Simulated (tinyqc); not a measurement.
Worked calculation: optical gain and spontaneous emission in a bulk direct-gap semiconductor. Values are carried at full precision from step to step, so a last printed digit may differ when a step is redone from the rounded ones.

F_j(eta) = (1/Gamma(j + 1)) integral_0^infinity x^j dx/(1 + exp(x - eta)), which tends to exp(eta) for eta << 0.

Quasi-Fermi levels: n = Nc F_1/2(Fc/kT) and p = Nv F_1/2(Fv/kT), Fc counted up from the conduction edge and Fv down from the valence edge; Nc, Nv from N = 2 (m kB T/(4 pi c))^(3/2) with c = hbar^2/2m0, in 1/angstrom^3; times 1e24 for 1/cm^3, with me and (mhh^(3/2) + mlh^(3/2))^(2/3).

Constants: hbar^2/2m0 = 3.80998211 eV angstrom^2; kB = 8.617333262e-05 eV/K; fine-structure constant alpha = 0.007297352564; hbar = 6.58211957e-16 eV s; hbar c = 1973.269805 eV angstrom.

Inputs chosen for the exercise (near those of InGaAs; the results hold for these values, not for the real material): me = 0.0419 m0 (electron mass); mhh = 0.454 m0 (heavy-hole mass); mlh = 0.0527 m0 (light-hole mass); n = 1.7e+18 1/cm^3 (injected density, n = p); T = 300 K; Eg = 0.748 eV (direct gap); Ep = 22.7 eV (Kane energy); nr = 3.6 (refractive index); E = 0.786 eV (photon energy).

## Quasi-Fermi levels

Solve for Fc and Fv.

kT = 0.025852 eV
Nc = 2.152e+17 1/cm^3
Nv = 7.980e+18 1/cm^3
Fc = 0.1192 eV
Fv = -0.0380 eV
Fc + Fv = 0.0811 eV

The separation of the quasi-Fermi levels exceeds the gap, so photons between Eg and Eg + (Fc + Fv) see gain. The quasi-Fermi level of the electrons lies inside the band, that of the holes in the gap.

## Absorption of the empty crystal

Parabolic bands, vertical transitions, no excitons. For each hole band j: mr = me mj/(me + mj); joint density of states J_j(E) = (mr/c)^(3/2) sqrt(E - Eg)/(2 pi^2), both spins, c = hbar^2/2m0; averaged matrix element |e.p|^2 = m0 Ep/6; alpha_j(E) = 4 pi^2 alpha_f c Ep J_j/(3 nr E) in 1/angstrom (alpha_f the fine-structure constant, listed as alpha among the constants), times 1e8 for 1/cm.

Evaluate at E for heavy and light holes.

mr, J and alpha of each hole band:

| hole | mr (m0) | J (1/(eV angstrom^3)) | alpha (1/cm) |
|---|---|---|---|
| heavy | 0.03836 | 9.977e-06 | 2928.3 |
| light | 0.02334 | 4.736e-06 | 1390.0 |

The heavy-hole band gives 68 % of the total, 4318 1/cm.

## Occupations and gain at E

For band j the electron sits at Ee = (E - Eg) mr/me above its edge and the hole at Eh = (E - Eg) mr/mj; fe = 1/(1 + exp((Ee - Fc)/kT)), fh = 1/(1 + exp((Eh - Fv)/kT)); gain g = sum_j alpha_j (fe + fh - 1).

Use mr and alpha from the table.

Energies, occupations and gain of each hole band:

| hole | Ee (eV) | Eh (eV) | fe | fh | g (1/cm) |
|---|---|---|---|---|---|
| heavy | 0.0348 | 0.0032 | 0.963 | 0.169 | 386 |
| light | 0.0212 | 0.0168 | 0.978 | 0.107 | 118 |

total gain = 504 1/cm

E - Eg = 0.0380 eV is below Fc + Fv = 0.0811 eV, so both bands give gain (Bernard-Duraffourg).

## Spontaneous emission

Spontaneous rate: R = integral of (nr E/(hbar c))^2/(pi^2 hbar) sum_j alpha_j fe fh dE, with alpha in 1/cm and (nr E/(hbar c))^2 in 1/cm^2 (1e16 per 1/angstrom^2); B = R/(n p); lifetime n/R.

Integrate over photon energy.

R = 2.99e+26 1/(cm^3 s)
B = 1.04e-10 cm^3/s
radiative lifetime = 5.68 ns

## Checks

- B at n = 1e13 1/cm^3 against the van Roosbroeck-Shockley value from alpha and ni^2 (cm^3/s): both 1.51e-10.

Computed by tinyqc, a small Python program: `OMP_NUM_THREADS=1 python tinyqc.py 1651432 1651433 out.jsonl` (the numbers bound the seed that draws the inputs); one thread of a shared host (Intel(R) Xeon(R) Processor @ 2.30GHz), about 0.1 s for the whole set of steps.
